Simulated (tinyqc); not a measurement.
Changing the electron mass m_e: heavy doping: band filling, gap narrowing, band tails and the effective intrinsic density. Computed by tinyqc, a small Python program. Command: `OMP_NUM_THREADS=1 python tinyqc.py 3029993 3029994 out.jsonl gapnarrow sweep`. One thread of a shared host (Intel(R) Xeon(R) Processor @ 2.30GHz), about 0.05 s of CPU time with the checks.

An n-type crystal above its Mott density, with all dopants ionised: n = N_D - N_A, ionised centres N_I = N_D + N_A. Valleys are taken as spherical with mass m_e.

Inputs (values chosen for the exercise, for a model semiconductor):
```
quantity                      value   unit
gap E_g                       0.726     eV
valleys M_c                       4      -
hole mass m_h                 0.352    m_0
dielectric constant eps          21      -
donor density N_D           3.9e+19  cm^-3
compensation ratio N_A/N_D        0      -
temperature T                   150      K
```

Conduction band: parabolic.

Constants: a_0 = 0.529177210903 angstrom; Ry = 13.605693123 eV; k_B = 8.617333262e-05 eV/K; hbar^2/(2 m_0) = 3.80998212 eV angstrom^2; e = 1.602176634e-19 C; eps_0 = 8.8541878128e-12 F/m; e^2/(4 pi eps_0) = 14.39964548 eV angstrom.

Method:
- n = N_D (1 - ratio); Ry* = Ry m_e/eps^2, a* = a_0 eps/m_e; r_s = (3/(4 pi n))^(1/3)/a*; k_F = (3 pi^2 n/M_c)^(1/3); Mott density (0.26/a*)^3.
- n = M_c (1/(2 pi^2)) (m_e/(hbar^2/2m_0))^(3/2) int sqrt(E) f dE, f = 1/(1 + exp((E - E_F)/k_B T)); trapezoid rule in t = sqrt(E/k_B T), step 0.02 up to 12; E_F by bisection from the band edge.
- At T = 0, E_F = (hbar^2/2m_0) k_F^2/m_e; dn/dE_F uses f (1 - f)/k_B T in place of f.
- Screening: q^2 = (e/(eps eps_0)) dn/dE_F. Exchange lowers the conduction band by (1/pi) k_F e^2/(4 pi eps_0 eps) (T = 0 Hartree-Fock at k_F, taken as a rigid shift). Screening raises the valence band by (q/2) e^2/(4 pi eps_0 eps) (static Coulomb hole). The narrowing is the sum; electron correlation and carrier-ion shifts are left out. Root-mean-square potential of randomly placed ions: V_rms = (e^2/(4 pi eps_0 eps)) sqrt(2 pi N_I/q).
- n p/n_i^2 = exp(narrowing/k_B T) x (n/N) exp(-E_F/k_B T), N being the limit of n exp(-E_F/k_B T) far below the edge (taken at E_F = -12 k_B T); apparent narrowing = k_B T ln(n p/n_i^2).

One run for each value; columns: (1) electron mass m_e (m_0); (2) E_F above the band edge (meV); (3) gap narrowing (meV); (4) screening length 1/q (angstrom); (5) apparent narrowing (meV):
```
(1)       (2)     (3)     (4)      (5)
0.091  182.12  32.387  19.087  -102.04
0.120  137.68  35.019  16.649   -60.33
0.150  109.68  37.397  14.925   -34.28
0.200   81.49  40.812  12.993    -8.25
0.250   64.35  43.710  11.707     7.45
0.330   47.38  47.541  10.353    22.88
0.420   35.56  50.946   9.388    33.43
0.550   24.69  54.652   8.523    42.77
```

What does the table show, and why?

Over the rows, E_F above the band edge (meV) falls from 182 to 24.7 (exponent d ln y / d ln x -1.0 between the first rows and -1.4 between the last); gap narrowing (meV) rises from 32.4 to 54.7 (exponent d ln y / d ln x 0.28 between the first rows and 0.26 between the last); screening length 1/q (angstrom) falls from 19.1 to 8.52 (exponent d ln y / d ln x -0.49 between the first rows and -0.36 between the last). At the low end the exponent of E_F above the band edge is -1.01, close to -1: the exponent of E_F = hbar^2 k_F^2/2m.

Caution (all rows): the screening length is well below a*, where static Thomas-Fermi screening overstates the Coulomb hole. Caution (rows 0.0910, 0.120, 0.150, 0.200): E_F exceeds a tenth of the gap, so the parabolic band overstates it, by tens of per cent once E_F nears E_g; higher valleys may fill as well. Caution (rows 0.550): V_rms exceeds both E_F and k_B T, so band tails reshape the edge. Caution (rows 0.550): E_F is less than 2 k_B T above the edge: the T = 0 exchange term overstates the shift, and an absorption edge at k_F has no meaning.
